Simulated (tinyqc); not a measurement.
Plane-wave Kohn-Sham cycle with exchange-only LDA in a layered model solid, step by step. One step of it, computed by the program tinyqc.

Problem. Iteration 1: Hamiltonian at one k. H(m,m') = (k + G_m)^2/2 delta + V(G_m - G_m'), with V(-G) = V(G).

A solid whose potential varies along x alone (atomic units):
```
parameter                      value
period a                   11.500000
cross-section of the cell  14.000000
electrons per cell                 2
grid points                       16
plane waves -n..n, n               2
k points                           2
V1 in V1 cos(2 pi x/a)     -0.770000
V2 in V2 cos(4 pi x/a)      0.090000
```

V(G_m), m = 0, 1, 2, ... (hartree): [-0.228065, -0.385000, 0.045000, 0.000000, 0.000000]

k = 0.250000 2 pi / a

Give: H.

Solution.

H (hartree), order -2, -1, +0, +1, +2:
$$\begin{pmatrix}
0.229 & -0.385 & 0.045 & 0.000 & 0.000 \\
-0.385 & -0.144 & -0.385 & 0.045 & 0.000 \\
0.045 & -0.385 & -0.219 & -0.385 & 0.045 \\
0.000 & 0.045 & -0.385 & 0.005 & -0.385 \\
0.000 & 0.000 & 0.045 & -0.385 & 0.528
\end{pmatrix}$$
